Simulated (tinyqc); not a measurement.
Hall factor, magnetoresistance and optical conductivity for a power-law relaxation time. Inputs raised by 10 %, one at a time. Computed by tinyqc, a small Python program. Command: `OMP_NUM_THREADS=1 python tinyqc.py 3000322 3000323 out.jsonl magneto sens`. One thread of a shared host (Intel(R) Xeon(R) Processor @ 2.30GHz), about 0.01 s of CPU time with the checks.

One spherical parabolic band, tau(E) = tau_0 x^s with x = E/(k_B T). Landau quantisation is left out.

Inputs (values chosen for the exercise, with a mass close to that of electrons in germanium):

| quantity | value | unit |
|---|---|---|
| effective mass m | 0.12 | m_0 |
| exponent s | -0.5 | - |
| tau_0 | 32 | fs |
| reduced Fermi level eta | -8 | - |
| temperature T | 100 | K |
| magnetic field B | 12 | T |
| frequency f | 18 | THz |
| background permittivity eps_inf | 9.74 | - |

Constants: m_0 = 9.1093837015e-31 kg; k_B = 1.380649e-23 J/K; hbar = 1.054571817e-34 J s; e = 1.602176634e-19 C; eps_0 = 8.8541878128e-12 F/m; c = 299792458 m/s.

Method:
- <y> = int y x^(3/2) f (1 - f) dx / int x^(3/2) f (1 - f) dx, f = 1/(1 + exp(x - eta)).
- Integrals over x = E/(k_B T) use 160 Gauss-Legendre points in u = sqrt(x) from 0 to sqrt(max(eta, 0) + 45).
- n = (2 m k_B T)^(3/2)/(3 pi^2 hbar^3) int x^(3/2) f (1 - f) dx; moments in units of tau_0.
- mu = e <tau>/m; weak field r_H = <tau^2>/<tau>^2 and MR = c (mu B)^2, c = <tau^3>/<tau>^3 - r_H^2; strong field r_H = 1 and MR = <tau> <1/tau> - 1.
- With w_c = e B/m: sigma_xx = (n e^2/m) <tau/(1 + w_c^2 tau^2)>, sigma_xy = (n e^2/m) <w_c tau^2/(1 + w_c^2 tau^2)>; r_H = (n e/B) sigma_xy/(sigma_xx^2 + sigma_xy^2); MR = sigma_0 sigma_xx/(sigma_xx^2 + sigma_xy^2) - 1, sigma_0 = n e^2 <tau>/m.
- sigma(w) = (n e^2/m) <tau/(1 - i w tau)>, w = 2 pi f; eps = eps_inf + i sigma/(eps_0 w); N = sqrt(eps); absorption coefficient 2 w Im N/c; reflectivity |(N - 1)/(N + 1)|^2; plasma frequency sqrt(n e^2/(eps_inf eps_0 m))/(2 pi).

Runs:

| input moved | from | to | magnetoresistance MR (%) | Hall factor r_H | sigma_xx (S/cm) | absorption coefficient (1/cm) |
|---|---|---|---|---|---|---|
| base run | - | - | 3.0439 | 1.1135 | 0.0030545 | 0.057696 |
| effective mass m (m_0) | 0.12 | 0.132 | 2.7004 | 1.1192 | 0.0033055 | 0.060512 |
| tau_0 (fs) | 32 | 35.2 | 3.4145 | 1.1076 | 0.0032420 | 0.054053 |
| temperature T (K) | 100 | 110 | 3.0439 | 1.1135 | 0.0035239 | 0.066563 |
| magnetic field B (T) | 12 | 13.2 | 3.4145 | 1.1076 | 0.0029473 | 0.057696 |
| frequency f (THz) | 18 | 19.8 | 3.0439 | 1.1135 | 0.0030545 | 0.049139 |
| background permittivity eps_inf | 9.74 | 10.714 | 3.0439 | 1.1135 | 0.0030545 | 0.055011 |

Exponents ln(y'/y) / ln(x'/x):

| input | magnetoresistance MR | Hall factor r_H | sigma_xx | absorption coefficient |
|---|---|---|---|---|
| effective mass m | -1.256 | 0.053 | 0.829 | 0.500 |
| tau_0 | 1.205 | -0.056 | 0.625 | -0.684 |
| temperature T | 0.000 | 0.000 | 1.500 | 1.500 |
| magnetic field B | 1.205 | -0.056 | -0.375 | 0.000 |
| frequency f | 0.000 | 0.000 | 0.000 | -1.684 |
| background permittivity eps_inf | 0.000 | 0.000 | 0.000 | -0.500 |

To which inputs is each result most sensitive?

Among the inputs moved here: magnetoresistance MR answers most in size to effective mass m (exponent -1.256), next to tau_0 (+1.205); its exponent is below 0.0005 for temperature T, frequency f, background permittivity eps_inf. Hall factor r_H answers most in size to tau_0 (exponent -0.056), and about equally to magnetic field B (-0.056); its exponent is below 0.0005 for temperature T, frequency f, background permittivity eps_inf. sigma_xx answers most in size to temperature T (exponent +1.500), next to effective mass m (+0.829); its exponent is below 0.0005 for frequency f, background permittivity eps_inf. Absorption coefficient answers most in size to frequency f (exponent -1.684), next to temperature T (+1.500); its exponent is below 0.0005 for magnetic field B.

Caution (all rows): the photon energy exceeds the typical carrier energy, so the classical sigma(w) is only a rough guide to the absorption.
